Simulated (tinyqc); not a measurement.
Comparisons within one model: periodic multilayer mirror for extreme ultraviolet light. A value that a table varies takes the place of the one given here.

s polarisation, vacuum above. q_j = sqrt(N_j^2 - sin^2 theta); interface r_jk = (q_j - q_k)/(q_j + q_k) exp(-2 (2 pi/lam)^2 q_j q_k sg^2) (Nevot-Croce; sg = 0 if not given); phase factor of a layer x_j = exp(4 pi i q_j d_j/lam). Each period has the spacer (thickness (1 - Gm) L) on top of the absorber (Gm L). In this recursion R is the amplitude; R in tables and results is the reflectance, its squared modulus. The substrate is of the spacer material. Starting with R = 0 in it, each interface upward gives R -> (r + R x)/(1 + r R x), x that of the layer below the interface (1 for the substrate).

Parameters, chosen for this exercise (optical constants near those of Mo and Si at 13.5 nm; shifted at random, so the results belong to these values and not to a real crystal): lam = 13.5 nm (wavelength); dA = (0.0747, 0.00622) (delta and beta of the absorber, N = 1 - delta + i beta); dS = (0.0009, 0.0017) (delta and beta of the spacer and the substrate); L = 6.99 nm (period); Gm = 0.4 (absorber share of the period); theta = 9 degrees (angle from the normal); sg = 0.2 nm (interface roughness); Np = 40 (periods).

## Number of periods

The last column sets both beta to zero.

Reflectance:

| periods | R | R without absorption |
|---|---|---|
| 5 | 0.106 | 0.118 |
| 10 | 0.310 | 0.374 |
| 15 | 0.486 | 0.616 |
| 20 | 0.601 | 0.783 |
| 30 | 0.703 | 0.938 |
| 40 | 0.732 | 0.983 |
| 50 | 0.740 | 0.996 |
| 60 | 0.742 | 0.999 |
| 80 | 0.742 | 1.000 |
| 100 | 0.742 | 1.000 |

What can be read from the table?

R reaches 0.732 at 40 periods and 0.742 at 100; it stays within 0.01 of the last value from 50 periods on. Without absorption the last value is 1.000: absorption, not the count of layers, caps the mirror, and the roughness, which weakens each reflection, lowers that cap further.

## Wavelength

The optical constants are held fixed.

Reflectance:

| lam (nm) | R |
|---|---|
| 12.9 | 0.108 |
| 13.0 | 0.213 |
| 13.1 | 0.480 |
| 13.2 | 0.620 |
| 13.3 | 0.688 |
| 13.4 | 0.722 |
| 13.5 | 0.732 |
| 13.6 | 0.706 |
| 13.7 | 0.577 |
| 13.8 | 0.174 |
| 13.9 | 0.100 |
| 14.0 | 0.144 |
| 14.1 | 0.042 |
| 14.2 | 0.023 |
| 14.3 | 0.062 |

What can be read from the table?

The largest value listed is 0.732 at 13.5 nm, against lam_B = 2 L Re(mean q) = 13.377 nm; the peak lies on the long side, where the nodes of the standing wave fall in the absorber. R exceeds half of that from 13.1 to 13.7 nm of the wavelengths listed, at least 4.4 % of the wavelength; a chain of ten mirrors narrows it, since R^10 falls to half where R has lost only 7 %.

## Absorber share

For each Gm the period is set so that lam_B = 2 L Re(mean q) equals lam - 0.09 nm.

Results:

| Gm | L (nm) | R |
|---|---|---|
| 0.15 | 6.873 | 0.485 |
| 0.20 | 6.899 | 0.608 |
| 0.25 | 6.926 | 0.676 |
| 0.30 | 6.953 | 0.711 |
| 0.35 | 6.980 | 0.727 |
| 0.40 | 7.007 | 0.732 |
| 0.45 | 7.035 | 0.729 |
| 0.50 | 7.063 | 0.719 |
| 0.60 | 7.119 | 0.681 |
| 0.70 | 7.176 | 0.604 |

What does this show?

The largest value listed is 0.732 at 0.4. The contrast of a period goes as sin(pi Gm) and is largest at 0.5, while the loss grows with Gm; R is 0.719 at 0.5, 0.711 at 0.3 and 0.604 at 0.7. Absorption pulls the best share below 0.5.

## Angle of incidence

Results:

| theta (degrees) | lam_B (nm) | R |
|---|---|---|
| 0 | 13.555 | 0.696 |
| 2 | 13.546 | 0.700 |
| 4 | 13.520 | 0.710 |
| 6 | 13.476 | 0.722 |
| 8 | 13.414 | 0.731 |
| 10 | 13.335 | 0.728 |
| 12 | 13.239 | 0.681 |
| 14 | 13.125 | 0.421 |
| 16 | 12.995 | 0.089 |
| 18 | 12.847 | 0.116 |
| 20 | 12.682 | 0.041 |

What can be read from the table?

lam_B = 2 L Re(mean q) falls with the angle, from 13.555 to 12.682 nm; the largest value listed is 0.731 at 8 degrees. R stays above 90 % of that value at 0, 2, 4, 6, 8, 10 and 12 degrees, which bounds the cone of light that a mask or mirror with this period accepts.

## Tolerances

R of the mirror, and R^10 for a chain of ten such mirrors. Each row changes one parameter from the base and keeps the others.

Results:

| case | R | R^10 |
|---|---|---|
| base | 0.7320 | 0.0442 |
| L = 7.03 nm | 0.7265 | 0.0410 |
| Gm = 0.44 | 0.7273 | 0.0414 |
| theta = 11 degrees | 0.7144 | 0.0346 |
| sg = 0.4 nm | 0.7171 | 0.0360 |
| dA = (0.0747, 0.00746) | 0.7081 | 0.0317 |
| lam = 13.55 nm | 0.7257 | 0.0405 |

How do the results move?

The largest shifts from the base row, up to three for each result and ties (the steps differ in size, so this ranks the rows, not the parameters). R: dA -0.0239, theta -0.0177, sg -0.0149. R^10: dA -0.0125, theta -0.00957, sg -0.00820.

Computed by tinyqc, a small Python program: `OMP_NUM_THREADS=1 python tinyqc.py 1652384 1652385 out.jsonl` (the numbers bound the seed that draws the inputs); one thread of a shared host (Intel(R) Xeon(R) Processor @ 2.30GHz), about 0.01 s for the whole set of steps.
